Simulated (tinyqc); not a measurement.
Inside a calculation. Model: resistance of a source-drain extension with a graded tip.

Program tinyqc, `OMP_NUM_THREADS=1 python tinyqc.py 2282027 2282028 out.jsonl`; Intel Xeon 2.30GHz, shared host, one thread, about 0.04 s. Printed values are rounded.

y runs along the channel, the gate covers y > 0. The doping is N0 for y < y0 and N0 10^(-(y - y0)/la) beyond, uniform over the depth xj. Sheet conductance s(y) = q mu(N) max(N - Nch, 0) xj + (for y > 0) ma Cox Vo, with mu(N) = u0 + (u1 - u0)/(1 + (N/Nr)^au) and Cox = eps0 eox/tox. Current is taken as one-dimensional; depletion of the tip, spreading and the contact are left out. The metallurgical junction lies at yj, where N = Nch.

Inputs (values chosen for the exercise); mobility law close to that of holes in silicon: relative permittivity of the gate insulator (close to silicon dioxide) eox = 3.9; insulator thickness tox = 1.4 nm; active doping of the extension far from the gate N0 = 6e19 cm^-3; lateral abruptness la = 2 nm/decade; position under the gate where the fall begins (gate edge at 0) y0 = 3.5 nm; depth of the extension xj = 16 nm; channel doping Nch = 9.8e17 cm^-3; gate overdrive Vo = 0.82 V; mobility of the gate-induced layer ma = 37 cm^2/(V s); mobility at low doping u1 = 470.5 cm^2/(V s); mobility at high doping u0 = 44.9 cm^2/(V s); reference doping Nr = 2.23e17 cm^-3; exponent au = 0.719; gate length Lg = 90 nm.

Constants: q = 1.602176634e-19 C, eps0 = 8.8541878128e-14 F/cm where lengths are in cm. Results are converted to the units shown.

## Sheet resistances and junction position

yj = y0 + la log10(N0/Nch); sheet resistance of the full extension 1/[q mu(N0)(N0 - Nch) xj] and of the gate-induced layer 1/(ma Cox Vo); metallurgical length Lg - 2 yj; ye is where the doped and the gate-induced conductances are equal.

yj = 7.07385 nm
sheet resistance of the extension = 1261.70 ohm/square
sheet resistance of the induced layer = 13362.9 ohm/square
metallurgical length = 75.8523 nm
ye = 5.81204 nm
N at ye = 4.18920e18 cm^-3

The gate takes over 1.26 nm before the junction, where N is still 4.27 times the channel doping.

## Resistance of the overlapped part

Midpoint rule on 12 equal steps from 0 to yj: R_ov = sum h/s(y), per width.

| point | y (nm) | N (cm^-3) | doped conductance (uS) | sheet resistance (ohm/square) |
|---|---|---|---|---|
| 0 | 0.294744 | 6e19 | 792.579 | 1152.85 |
| 1 | 0.884231 | 6e19 | 792.579 | 1152.85 |
| 2 | 1.47372 | 6e19 | 792.579 | 1152.85 |
| 3 | 2.06321 | 6e19 | 792.579 | 1152.85 |
| 4 | 2.65269 | 6e19 | 792.579 | 1152.85 |
| 5 | 3.24218 | 6e19 | 792.579 | 1152.85 |
| 6 | 3.83167 | 4.09559e19 | 560.515 | 1573.94 |
| 7 | 4.42116 | 2.07765e19 | 307.688 | 2614.23 |
| 8 | 5.01064 | 1.05397e19 | 171.403 | 4061.12 |
| 9 | 5.60013 | 5.34670e18 | 94.2963 | 5912.59 |
| 10 | 6.18962 | 2.71232e18 | 46.8332 | 8219.12 |
| 11 | 6.77911 | 1.37594e18 | 13.7478 | 11289.0 |

R_ov = 23.926 ohm um

The exact integral is 24.023 ohm um; the coarse sum is 0.41 % below it.
